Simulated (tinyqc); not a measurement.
From results back to parameters: k.p values derived from sp3s* tight binding at Gamma. Three cases, with inputs chosen for the exercise.

Problem. The electron mass obeys m0/m = A + Ep/EG, where A gathers the direct term and the higher bands, and Ep = P^2/c with c = hbar^2/2m0, P = (a/4)(sa pc Vsapc + sc pa Vscpa). The mass comes from a hidden Vscpa (s cation, p anion); sa, sc are the anion and cation parts of S+, the upper s level at Gamma, and pa, pc those of P-, the lower p level (P+ is the upper one).

Constants: hbar^2/2m0 = 3.80998211 eV angstrom^2.

Find: Ep; Vscpa.

Method. Ep = (m0/m - A) EG gives |P|; both terms of P have the sign of sc pa, and the linear relation gives Vscpa. A is held fixed, though its part from P+ also depends on Vscpa.

Case 1.

Values chosen (out of a larger set: near a published set for GaP, fitted to gaps, whose masses and valley positions are rough; not measured data): a = 5.448 angstrom (lattice constant); Vsapc = 4.239 eV (s anion, p cation).

m = 0.2657288 m0
A = -1.72819
EG = 2.933511 eV

sa, sc, pa, pc: 0.563440  -0.826157  0.887356  -0.461086

Solution.

Ep = 16.11 eV
Vscpa = 6.34 eV

Case 2.

Values chosen (out of a larger set: near a published set for AlAs, fitted to gaps, whose masses and valley positions are rough; not measured data): a = 5.664 angstrom (lattice constant); Vsapc = 5.056 eV (s anion, p cation).

m = 0.3010041 m0
A = -1.60051
EG = 3.022325 eV

sa, sc, pa, pc: 0.533657  -0.845701  0.884050  -0.467392

Solution.

Ep = 14.88 eV
Vscpa = 5.42 eV

Case 3.

Values chosen (out of a larger set: near a published set for AlAs, fitted to gaps, whose masses and valley positions are rough; not measured data): a = 5.655 angstrom (lattice constant); Vsapc = 5.062 eV (s anion, p cation).

m = 0.2783318 m0
A = -1.56631
EG = 2.956834 eV

sa, sc, pa, pc: 0.530228  -0.847855  0.887905  -0.460026

Solution.

Ep = 15.25 eV
Vscpa = 5.52 eV

Computed by tinyqc, one run a case: `OMP_NUM_THREADS=1 python tinyqc.py N N+1 out.jsonl` with N = 1450402, 1450411, 1450423; one thread of a shared Intel(R) Xeon(R) Processor @ 2.30GHz, about 0.01 s a run at most.
